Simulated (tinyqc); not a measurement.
Length of a molecular wire: coherent transport through a tight-binding bridge. Computed by the program tinyqc. T = Gamma_L Gamma_R |G_1n|^2 with the self-energies of semi-infinite chains.

A uniform bridge between two chains:
```
parameter,value
site energy (eV),3.800000
hopping in the bridge (eV),1.500000
lead hopping (eV),2.330000
couplings (eV),"0.58, 1.13"
E (eV),-0.460000
```

Transmission against length:
```
sites,T,ln T
2,2.8244e-03,-5.8695
3,4.7562e-04,-7.6509
4,8.0571e-05,-9.4264
5,1.3663e-05,-11.2009
6,2.3172e-06,-12.9752
7,3.9301e-07,-14.7494
8,6.6656e-08,-16.5237
9,1.1305e-08,-18.2980
10,1.9175e-09,-20.0723
```

What does the comparison show, and why?

E lies outside the band of the bridge (|E - e|/2h = 1.420 > 1), so T decays as exp(-beta n) with beta = 2 arccosh(1.420) = 1.7743 a site; the last two rows give 1.7743.
